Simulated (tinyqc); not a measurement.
Comparisons within one model: temperature and isotope dependence of a band gap in oscillator models. A value that a table varies takes the place of the one given here.

E(T) = E0 - sum_i sl_i th_i n_i(T), n = 1/(exp(th/T) - 1). The same coupling lowers the gap at 0 K by the zero-point term ZP = sum_i sl_i th_i/2, so the gap of the static lattice is E0 + ZP. Thermal expansion is taken as part of the slopes.

Two-parameter forms are made to pass through the falls at the two temperatures T12: Varshni aV T^2/(T + bV), from the line T^2/fall = (T + bV)/aV; one oscillator s1 t1/(exp(t1/T) - 1), with t1 from the ratio of the falls.

Constants: kB = 8.617333262e-05 eV/K; hbar^2/2m0 = 3.80998211 eV angstrom^2.

Inputs chosen for the exercise (near those of Ge; not measured data):
- E0 = 0.746 eV (gap at 0 K)
- th = (110, 358) K (temperatures of two oscillators)
- sl = (0.1207, 0.3103) meV/K (their high-temperature slopes)
- T12 = (200, 510) K (temperatures of the fits)
- mm = 0.47 m0 (geometric mean of the density-of-states masses)
- T = 200 K (temperature)

## How far the fits carry

Falls of the gap from E0, and errors of the two fits against the model.

Results:

| T (K) | fall (meV) | Varshni - model (meV) | one oscillator - model (meV) | fall/ZP |
|---|---|---|---|---|
| 20 | 0.05 | 0.56 | -0.05 | 0.001 |
| 50 | 1.74 | 1.81 | -1.20 | 0.028 |
| 100 | 9.81 | 2.69 | -1.40 | 0.158 |
| 200 | 40.37 | 0.00 | 0.00 | 0.649 |
| 300 | 78.32 | -2.16 | 0.45 | 1.259 |
| 400 | 118.70 | -2.15 | 0.37 | 1.909 |
| 600 | 202.11 | 3.03 | -0.43 | 3.250 |
| 800 | 286.90 | 12.60 | -1.58 | 4.614 |

Below the first fit point the largest errors are +2.69 meV (Varshni, 100 K, on a fall of 9.81 meV) and -1.40 meV (one oscillator, 100 K); a T^2 law cannot freeze out; a single oscillator misses the soft modes. At 800 K, beyond the second fit point, they are +12.6 and -1.6 meV, so the oscillator extrapolates better here. The thermal fall equals ZP between 200 and 300 K.

## What the shift does to the intrinsic density

ni = 2 (mm kT/(4 pi c))^(3/2) exp(-E/2kT), c = hbar^2/2m0, with E(T) and with E0; 1 angstrom^-3 = 1e24 cm^-3. Apparent gap from an Arrhenius plot of ni/T^(3/2): E(T) - T dE/dT, dE/dT = -sum sl_i (th_i/T)^2 n_i (1 + n_i).

Results:

| T (K) | E(T) (eV) | ni (cm^-3) | ni with E(T) / ni with E0 | apparent gap (eV) |
|---|---|---|---|---|
| 200 | 0.7056 | 5.66e+09 | 3.226 | 0.7770 |
| 250 | 0.6871 | 7.30e+11 | 3.922 | 0.7824 |
| 300 | 0.6677 | 1.99e+13 | 4.548 | 0.7863 |
| 350 | 0.6477 | 2.21e+14 | 5.104 | 0.7892 |
| 400 | 0.6273 | 1.39e+15 | 5.595 | 0.7914 |
| 500 | 0.5859 | 1.94e+16 | 6.413 | 0.7947 |
| 700 | 0.5016 | 4.51e+17 | 7.583 | 0.7984 |

Using E0 in place of E(T) understates ni by a factor that rises from 3.23 to 7.58, towards exp(sum sl/2kB) = 12.2. The slope of an Arrhenius plot returns neither E(T) nor E0 but the intercept of the tangent, 0.7863 eV at 300 K, which lies 40 meV above E0 and tends to the static gap 0.8082 eV.

## What each parameter does

Gap at T, slope -sum sl_i (th_i/T)^2 n_i (1 + n_i) and ZP. Each row changes one parameter from the base and keeps the others.

Results:

| case | E(T) (eV) | dE/dT (meV/K) | ZP (meV) |
|---|---|---|---|
| base | 0.7056 | -0.3569 | 62.18 |
| T = 240 K | 0.6909 | -0.3772 | 62.18 |
| E0 = 0.756 eV | 0.7156 | -0.3569 | 62.18 |
| th = (110, 429) K | 0.7102 | -0.3321 | 73.20 |
| sl = (0.1569, 0.3103) meV/K | 0.7002 | -0.3922 | 64.17 |

The largest shifts from the base row, up to three for each result and ties (the steps differ in size, so this ranks the rows, not the parameters). E(T) (eV): T -0.0147, E0 +0.0100, sl -0.0054. dE/dT (meV/K): sl -0.0353, th +0.0248, T -0.0203; unchanged at the printed digits by E0. ZP (meV): th +11.02, sl +1.99; unchanged at the printed digits by T and E0.

(tinyqc, `OMP_NUM_THREADS=1 python tinyqc.py 1880322 1880323 out.jsonl`, Intel(R) Xeon(R) Processor @ 2.30GHz, 1 thread, shared host, about 0.01 s.)
